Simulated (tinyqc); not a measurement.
Spreading the carriers over a thicker layer: defect, radiative and Auger recombination at equal electron and hole densities (ABC model).

J/(e d) = Ae n + B n^2 + C n^3 with Ae = A + 4 S/w (four side walls, carriers spread evenly), e = 1.602176634e-19 C, lengths in cm; internal efficiency IQE = B n^2/(Ae n + B n^2 + C n^3); all injected carriers recombine in the layer.

Values chosen for the exercise (orders of magnitude like those quoted for Si; not measured data):
```
symbol  value    unit        meaning
A       3600     1/s         defect rate
B       3.8e-15  cm^3/s      radiative coefficient
C       2.4e-30  cm^6/s      Auger coefficient
S       0        cm/s        recombination velocity of the side walls
w       2100     micrometre  side of the square mesa
d       100000   nm          active thickness
J       0.59     A/cm^2      current density
```

d is multiplied by the factor listed, at the same J.

Results:
```
factor  n (1/cm^3)  defect  radiative   Auger
0.10      1.11e+17   0.108     0.0126   0.879
0.20      8.56e+16   0.167     0.0151   0.818
0.50      5.96e+16   0.291     0.0183   0.690
1.0       4.39e+16   0.429     0.0199   0.551
2.0       3.08e+16   0.601     0.0195   0.379
10        9.55e+15   0.934    0.00941  0.0568
20        5.00e+15   0.978    0.00517  0.0163
```

Give the missing row, factor = 5.0.

Computed row:
```
factor  n (1/cm^3)  defect  radiative  Auger
5.0       1.69e+16   0.827     0.0148  0.158
```

The best factor listed is 1 (IQE 0.0199); the optimum factor equals J/J_peak = 1.29, a layer of 1.29e+05 nm, since only J/d matters and the peak value 0.02 does not depend on d. A thicker layer trades Auger loss (0.879 to 0.0163) for defect loss (0.108 to 0.978).

Computed by tinyqc, a small Python program: `OMP_NUM_THREADS=1 python tinyqc.py 1650723 1650724 out.jsonl` (the numbers bound the seed that draws the inputs); one thread of a shared host (Intel(R) Xeon(R) Processor @ 2.30GHz), about 0.01 s for the whole set of steps.
